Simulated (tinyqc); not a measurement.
## Bandgap voltage reference from two bipolar transistors: effect of the area ratio of the second transistor

Two transistors of area 1 and N carry the same current I. Is(T) = Is (T/T0)^eta exp[(Vg0 q/kB)(1/T0 - 1/T)], VBE1 = Vt ln(I/Is(T)) + I rb, VBE2 = Vt ln(I/(N Is(T))) + I rb/N. The amplifier forces I R1(T) = VBE1 - VBE2 + Vos, with R(T) = R (1 + tc (T - T0)) for both resistors, and the output is Vref = VBE1 + I R2(T). Base currents and the Early effect are neglected.

Vt = kB T/q; I = (Vt ln N + Vos)/(R1(T) - rb (1 - 1/N)). Box coefficient: span of Vref between 233 and 398 K over its average over T and over 165 K. The last column is the R2 that gives zero slope at T0.

Values chosen for this exercise; values of the order met in silicon bipolar transistors: reference temperature T0 = 300 K; band-gap voltage extrapolated to 0 K Vg0 = 1.204 V; temperature exponent of the saturation current eta = 3.1; saturation current of the unit transistor at T0 Is = 3.5e-18 A; resistor across which the difference of VBE falls, at T0 R1 = 10 kohm; temperature coefficient of both resistors tc = 0 ppm/K; offset of the amplifier Vos = 0 mV; series resistance of the unit transistor rb = 0 ohm; output resistor at T0 R2 = 67.34 kohm.

Constants: q = 1.602176634e-19 C, kB = 1.380649e-23 J/K. Results are converted to the units shown.

Results:
```
N,I at T0 (uA),Vref at T0 (V),slope at T0 (uV/K),box coefficient (ppm/K),R2 for zero slope (kohm)
2,1.792,0.8177,-1469,1858,313.2
4,3.584,0.9563,-1007,1079,151.6
8,5.376,1.087,-569.6,534.9,99.13
24,8.216,1.290,104.5,75.53,63.52
48,10.01,1.415,523.7,363.2,51.64
100,11.91,1.548,964.6,613.1,43.03
```

Estimate the missing row, N = 15.

Computed row:
```
N,I at T0 (uA),Vref at T0 (V),slope at T0 (uV/K),box coefficient (ppm/K),R2 for zero slope (kohm)
15,7.001,1.204,-182.0,157.5,75.14
```

With this row back in the table: As N goes from 2 to 100, Vref rises from 0.8177 to 1.548 V and the box coefficient goes from 1860 through a minimum of 75.5 (at N = 24 among the rows listed) to 613 ppm/K. A larger N needs a smaller R2/R1, which lowers the gain seen by offset and noise.

Program tinyqc, `OMP_NUM_THREADS=1 python tinyqc.py 2062015 2062016 out.jsonl`; Intel Xeon 2.30GHz, shared host, one thread, about 0.03 s.
